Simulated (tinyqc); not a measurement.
Lattice vibrations of a chain, step by step. One step of it, computed by the program tinyqc.

Task: Dynamical matrix at q = 0.37. q is in units of 2 pi/a. A spring k from atom i to atom j, n cells on, adds k to Phi_ii and Phi_jj, -k exp(2 pi i q n) to Phi_ij and the conjugate to Phi_ji (for one atom a cell: 2k (1 - cos 2 pi q n)); D_ij = Phi_ij / sqrt(m_i m_j).

A chain moving along its axis:

| atom | mass (u) | spring to the next atom (eV/angstrom^2) |
|---|---|---|
| 1 | 80.500000 | 21.500000 |
| 2 | 76.500000 | 14.500000 |
| 3 | 53.600000 | 11.700000 |
| 4 | 37.400000 | 26.400000 |

Give: D(q).

Result:

D(q) (eV/(angstrom^2 u)), lower triangle (Hermitian):
```
                1        2        3       4
1          0.5950
2         -0.2740   0.4706
3          0.0000  -0.2264   0.4888
4  0.3294-0.3507i   0.0000  -0.2613  1.0187
```
